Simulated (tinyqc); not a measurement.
The weight eta from points of equal mobility.

Problem. If the mobility depends on E = q (Ndep + eta Ns)/(eps0 eps_r) alone, two points of equal mobility on its falling branch have equal E. Find eta and E.

Values chosen for this exercise: relative permittivity of the semiconductor eps_r = 11.8.

Constants: q = 1.602176634e-19 C, eps0 = 8.8541878128e-14 F/cm where lengths are in cm. Results are converted to the units shown.

Ndep at two body biases (cm^-2): 8.3531277e11  1.4033390e12
Ns at which the mobility is the same (cm^-2): 6.4e12  5.1090312e12

Solution. eta is the ratio of the differences of Ndep and Ns.

eta = 0.440
E = 0.560 MV/cm

Computed by the program tinyqc: `OMP_NUM_THREADS=1 python tinyqc.py 2510151 2510152 out.jsonl`, one thread of a shared Intel Xeon 2.30GHz, about 0.01 s for the whole run.
